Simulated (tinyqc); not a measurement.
RHF in the sto-3g basis, for H6, spin multiplicity 1, step by step. One step of it, computed by the program tinyqc.

Question. Iteration 3: building the Fock matrix. J_ij = sum D_kl (ij|kl), K_ij = sum D_kl (ik|jl); F = H + J - 0.5 K; E = tr D H + tr D J / 2 - 0.25 tr D K + E_nn.

D after iteration 2, order 1H 1s, 2H 1s, 3H 1s, 4H 1s, 5H 1s, 6H 1s:
$$\begin{pmatrix}
0.603310 & 0.601666 & -0.078226 & -0.141172 & 0.012265 & 0.035519 \\
0.601666 & 0.607295 & -0.012412 & -0.077748 & -0.004523 & 0.012281 \\
-0.078226 & -0.012412 & 0.612118 & 0.605164 & -0.077692 & -0.141095 \\
-0.141172 & -0.077748 & 0.605164 & 0.612137 & -0.012492 & -0.078291 \\
0.012265 & -0.004523 & -0.077692 & -0.012492 & 0.607086 & 0.601443 \\
0.035519 & 0.012281 & -0.141095 & -0.078291 & 0.601443 & 0.603072
\end{pmatrix}$$

core Hamiltonian H = T + V (hartree), order 1H 1s, 2H 1s, 3H 1s, 4H 1s, 5H 1s, 6H 1s:
$$\begin{pmatrix}
-1.765500 & -1.465358 & -0.190286 & -0.050796 & -0.001456 & -0.000188 \\
-1.465358 & -1.972584 & -0.577512 & -0.196207 & -0.008971 & -0.001460 \\
-0.190286 & -0.577512 & -2.128269 & -1.632477 & -0.196218 & -0.050905 \\
-0.050796 & -0.196207 & -1.632477 & -2.128314 & -0.577567 & -0.190636 \\
-0.001456 & -0.008971 & -0.196218 & -0.577567 & -1.973223 & -1.467094 \\
-0.000188 & -0.001460 & -0.050905 & -0.190636 & -1.467094 & -1.766356
\end{pmatrix}$$

Two-electron integrals (ij|kl) in chemists' order, unique and non-zero (hartree):
```
(11|11) 0.774606   (21|11) 0.454326   (21|21) 0.308998   (22|11) 0.576405
(22|21) 0.454326   (22|22) 0.774606   (31|11) 0.034575   (31|21) 0.026218
(31|22) 0.043818   (31|31) 0.003077   (32|11) 0.088972   (32|21) 0.072901
(32|22) 0.132571   (32|31) 0.010036   (32|32) 0.034965   (33|11) 0.235401
(33|21) 0.188605   (33|22) 0.341297   (33|31) 0.034575   (33|32) 0.132571
(33|33) 0.774606   (41|11) 0.007063   (41|21) 0.005526   (41|22) 0.009546
(41|31) 0.000720   (41|32) 0.002447   (41|33) 0.009546   (41|41) 0.000177
(42|11) 0.023482   (42|21) 0.019092   (42|22) 0.034575   (42|31) 0.002816
(42|32) 0.010036   (42|33) 0.043818   (42|41) 0.000720   (42|42) 0.003077
(43|11) 0.136692   (43|21) 0.106986   (43|22) 0.188605   (43|31) 0.019092
(43|32) 0.072901   (43|33) 0.454326   (43|41) 0.005526   (43|42) 0.026218
(43|43) 0.308998   (44|11) 0.178283   (44|21) 0.136692   (44|22) 0.235401
(44|31) 0.023482   (44|32) 0.088972   (44|33) 0.576405   (44|41) 0.007063
(44|42) 0.034575   (44|43) 0.454326   (44|44) 0.774606   (51|11) 0.000114
(51|21) 0.000091   (51|22) 0.000161   (51|31) 0.000015   (51|32) 0.000053
(51|33) 0.000261   (51|41) 3.91e-06   (51|42) 0.000017   (51|43) 0.000165
(51|44) 0.000229   (51|51) 1.04e-07   (52|11) 0.000661   (52|21) 0.000519
(52|22) 0.000916   (52|31) 0.000085   (52|32) 0.000314   (52|33) 0.001664
(52|41) 0.000024   (52|42) 0.000107   (52|43) 0.001121   (52|44) 0.001664
(52|51) 6.72e-07   (52|52) 4.54e-06   (53|11) 0.012586   (53|21) 0.009535
(53|22) 0.016201   (53|31) 0.001563   (53|32) 0.005792   (53|33) 0.034575
(53|41) 0.000455   (53|42) 0.002158   (53|43) 0.026218   (53|44) 0.043818
(53|51) 0.000015   (53|52) 0.000107   (53|53) 0.003077   (54|11) 0.035593
(54|21) 0.026558   (54|22) 0.044344   (54|31) 0.004165   (54|32) 0.015181
(54|33) 0.088972   (54|41) 0.001215   (54|42) 0.005792   (54|43) 0.072901
(54|44) 0.132571   (54|51) 0.000040   (54|52) 0.000314   (54|53) 0.010036
(54|54) 0.034965   (55|11) 0.117857   (55|21) 0.086137   (55|22) 0.140477
(55|31) 0.012586   (55|32) 0.044344   (55|33) 0.235401   (55|41) 0.003531
(55|42) 0.016201   (55|43) 0.188605   (55|44) 0.341297   (55|51) 0.000114
(55|52) 0.000916   (55|53) 0.034575   (55|54) 0.132571   (55|55) 0.774606
(61|11) 0.000011   (61|21) 0.000009   (61|22) 0.000016   (61|31) 1.47e-06
(61|32) 0.000005   (61|33) 0.000030   (61|41) 4.12e-07   (61|42) 1.89e-06
(61|43) 0.000020   (61|44) 0.000030   (61|51) 1.19e-08   (61|52) 8.03e-08
(61|53) 1.89e-06   (61|54) 0.000005   (61|55) 0.000016   (62|11) 0.000087
(62|21) 0.000067   (62|22) 0.000115   (62|31) 0.000011   (62|32) 0.000041
(62|33) 0.000229   (62|41) 3.13e-06   (62|42) 0.000015   (62|43) 0.000166
(62|44) 0.000262   (62|51) 9.53e-08   (62|52) 6.73e-07   (62|53) 0.000017
(62|54) 0.000053   (62|55) 0.000161   (62|61) 1.19e-08   (62|62) 1.05e-07
(63|11) 0.002826   (63|21) 0.002113   (63|22) 0.003539   (63|31) 0.000334
(63|32) 0.001218   (63|33) 0.007080   (63|41) 0.000096   (63|42) 0.000456
(63|43) 0.005539   (63|44) 0.009568   (63|51) 3.12e-06   (63|52) 0.000024
(63|53) 0.000722   (63|54) 0.002452   (63|55) 0.009565   (63|61) 4.13e-07
(63|62) 3.92e-06   (63|63) 0.000177   (64|11) 0.010319   (64|21) 0.007630
(64|22) 0.012610   (64|31) 0.001161   (64|32) 0.004173   (64|33) 0.023529
(64|41) 0.000333   (64|42) 0.001567   (64|43) 0.019130   (64|44) 0.034645
(64|51) 0.000011   (64|52) 0.000085   (64|53) 0.002821   (64|54) 0.010055
(64|55) 0.043896   (64|61) 1.48e-06   (64|62) 0.000015   (64|63) 0.000723
(64|64) 0.003088   (65|11) 0.073349   (65|21) 0.053259   (65|22) 0.086232
(65|31) 0.007624   (65|32) 0.026588   (65|33) 0.136850   (65|41) 0.002111
(65|42) 0.009546   (65|43) 0.107113   (65|44) 0.188835   (65|51) 0.000066
(65|52) 0.000520   (65|53) 0.019116   (65|54) 0.072993   (65|55) 0.454901
(65|61) 0.000009   (65|62) 0.000091   (65|63) 0.005544   (65|64) 0.026293
(65|65) 0.309678   (66|11) 0.101531   (66|21) 0.073285   (66|22) 0.117883
(66|31) 0.010303   (66|32) 0.035602   (66|33) 0.178343   (66|41) 0.002820
(66|42) 0.012590   (66|43) 0.136744   (66|44) 0.235505   (66|51) 0.000086
(66|52) 0.000662   (66|53) 0.023495   (66|54) 0.089023   (66|55) 0.576783
(66|61) 0.000011   (66|62) 0.000115   (66|63) 0.007080   (66|64) 0.034645
(66|65) 0.454901   (66|66) 0.774606
```

nuclear repulsion = 4.66949649 hartree

Give: Coulomb J; exchange K; Fock matrix F; total energy of this density.

Answer.

Coulomb J (hartree), order 1H 1s, 2H 1s, 3H 1s, 4H 1s, 5H 1s, 6H 1s:
$$\begin{pmatrix}
1.985 & 1.397 & 0.159 & 0.039 & 0.001 & 0.000 \\
1.397 & 2.181 & 0.519 & 0.165 & 0.006 & 0.001 \\
0.159 & 0.519 & 2.337 & 1.561 & 0.165 & 0.040 \\
0.039 & 0.165 & 1.561 & 2.337 & 0.519 & 0.159 \\
0.001 & 0.006 & 0.165 & 0.519 & 2.182 & 1.398 \\
0.000 & 0.001 & 0.040 & 0.159 & 1.398 & 1.986
\end{pmatrix}$$

exchange K (hartree), order 1H 1s, 2H 1s, 3H 1s, 4H 1s, 5H 1s, 6H 1s:
$$\begin{pmatrix}
1.196 & 1.076 & 0.127 & 0.019 & -0.001 & 0.002 \\
1.076 & 1.213 & 0.283 & 0.127 & 0.007 & -0.001 \\
0.127 & 0.283 & 1.217 & 1.078 & 0.127 & 0.019 \\
0.019 & 0.127 & 1.078 & 1.217 & 0.283 & 0.127 \\
-0.001 & 0.007 & 0.127 & 0.283 & 1.214 & 1.077 \\
0.002 & -0.001 & 0.019 & 0.127 & 1.077 & 1.196
\end{pmatrix}$$

Fock matrix F (hartree), order 1H 1s, 2H 1s, 3H 1s, 4H 1s, 5H 1s, 6H 1s:
$$\begin{pmatrix}
-0.378 & -0.607 & -0.095 & -0.021 & 0.000 & -0.001 \\
-0.607 & -0.398 & -0.200 & -0.095 & -0.006 & 0.000 \\
-0.095 & -0.200 & -0.400 & -0.611 & -0.095 & -0.021 \\
-0.021 & -0.095 & -0.611 & -0.400 & -0.200 & -0.095 \\
0.000 & -0.006 & -0.095 & -0.200 & -0.398 & -0.607 \\
-0.001 & 0.000 & -0.021 & -0.095 & -0.607 & -0.379
\end{pmatrix}$$

total energy of this density = -3.33322 hartree
